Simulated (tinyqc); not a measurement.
Quasiparticle equation with a plasmon-pole self-energy for two band edges: one step. Solving the equation for the conduction edge. Five cases, with inputs chosen for the exercise.

Task: Newton steps on f(E) = E - ec - Xc - Sc(E) from E = ec; the first step is the linearised result.

For each edge E = e + X + Sc(E), with the correlation part Sc(E) = A[0]/(E - a + w) + A[1]/(E - b - w); a and b are the valence and conduction energies that enter the Green function (a = ev, b = ec in the one-shot scheme). Z = 1/(1 - dSc/dE), dSc/dE = -A[0]/(E - a + w)^2 - A[1]/(E - b - w)^2.

Give: Iterates.

Case 1.

Values chosen (scales of the order of those of diamond; the results hold for these values, not for the real material): ev = 0 eV (mean-field valence top); ec = 4.32 eV (mean-field conduction edge); w = 27.9 eV (pole energy); Av = (118, 51) eV^2 (weights of the valence state on the hole and electron poles); Ac = (46.2, 113.2) eV^2 (the same for the conduction state); Xv = -3.54 eV (exchange minus the mean-field potential, valence); Xc = 3.11 eV (the same, conduction).

Result:

Iterates:

| step | E (eV) | Sc (eV) | f (eV) |
|---|---|---|---|
| 0 | 4.32000 | -2.62346 | -0.486544 |
| 1 | 4.72889 | -2.70177 | 0.000656 |
| 2 | 4.72834 | -2.70166 | 0.000000 |
| 3 | 4.72834 | -2.70166 | 0.000000 |

The linearisation errs by +0.6 meV, as the shift is only 0.015 of the pole energy.

Case 2.

Values chosen (scales of the order of those of Si; the results hold for these values, not for the real material): ev = 0 eV (mean-field valence top); ec = 0.6 eV (mean-field conduction edge); w = 14.5 eV (pole energy); Av = (46.3, 21.7) eV^2 (weights of the valence state on the hole and electron poles); Ac = (17.5, 51.2) eV^2 (the same for the conduction state); Xv = -2.1 eV (exchange minus the mean-field potential, valence); Xc = 2.79 eV (the same, conduction).

Result:

Iterates:

| step | E (eV) | Sc (eV) | f (eV) |
|---|---|---|---|
| 0 | 0.60000 | -2.37209 | -0.417906 |
| 1 | 0.91653 | -2.47469 | 0.001221 |
| 2 | 0.91561 | -2.47439 | 0.000000 |
| 3 | 0.91561 | -2.47439 | 0.000000 |

The linearisation errs by +0.9 meV, as the shift is only 0.022 of the pole energy.

Case 3.

Values chosen (scales of the order of those of Si; the results hold for these values, not for the real material): ev = 0 eV (mean-field valence top); ec = 0.59 eV (mean-field conduction edge); w = 15 eV (pole energy); Av = (34.6, 14.3) eV^2 (weights of the valence state on the hole and electron poles); Ac = (15.3, 32.1) eV^2 (the same for the conduction state); Xv = -1.72 eV (exchange minus the mean-field potential, valence); Xc = 1.45 eV (the same, conduction).

Result:

Iterates:

| step | E (eV) | Sc (eV) | f (eV) |
|---|---|---|---|
| 0 | 0.59000 | -1.15860 | -0.291398 |
| 1 | 0.83170 | -1.20863 | 0.000332 |
| 2 | 0.83143 | -1.20857 | 0.000000 |
| 3 | 0.83143 | -1.20857 | 0.000000 |

The linearisation errs by +0.3 meV, as the shift is only 0.016 of the pole energy.

Case 4.

Values chosen (scales of the order of those of HfO2; the results hold for these values, not for the real material): ev = 0 eV (mean-field valence top); ec = 4.13 eV (mean-field conduction edge); w = 14.5 eV (pole energy); Av = (28, 12.8) eV^2 (weights of the valence state on the hole and electron poles); Ac = (10.8, 25.6) eV^2 (the same for the conduction state); Xv = -2.52 eV (exchange minus the mean-field potential, valence); Xc = 2.04 eV (the same, conduction).

Result:

Iterates:

| step | E (eV) | Sc (eV) | f (eV) |
|---|---|---|---|
| 0 | 4.13000 | -1.18581 | -0.854193 |
| 1 | 4.87092 | -1.30305 | 0.003976 |
| 2 | 4.86751 | -1.30249 | 0.000000 |
| 3 | 4.86751 | -1.30249 | 0.000000 |

The linearisation errs by +3.4 meV, as the shift is only 0.051 of the pole energy.

Case 5.

Values chosen (scales of the order of those of SiC; the results hold for these values, not for the real material): ev = 0 eV (mean-field valence top); ec = 2.26 eV (mean-field conduction edge); w = 21.2 eV (pole energy); Av = (94.4, 40.4) eV^2 (weights of the valence state on the hole and electron poles); Ac = (58.4, 106.4) eV^2 (the same for the conduction state); Xv = -3.31 eV (exchange minus the mean-field potential, valence); Xc = 3.23 eV (the same, conduction).

Result:

Iterates:

| step | E (eV) | Sc (eV) | f (eV) |
|---|---|---|---|
| 0 | 2.26000 | -2.52952 | -0.700476 |
| 1 | 2.78163 | -2.71028 | 0.001911 |
| 2 | 2.78022 | -2.70978 | 0.000000 |
| 3 | 2.78022 | -2.70978 | 0.000000 |

The linearisation errs by +1.4 meV, as the shift is only 0.025 of the pole energy.

Computed by tinyqc, one run a case: `OMP_NUM_THREADS=1 python tinyqc.py N N+1 out.jsonl` with N = 1850131, 1850168, 1850279, 1850317, 1850334; one thread of a shared Intel(R) Xeon(R) Processor @ 2.30GHz, about 0.02 s a run at most.
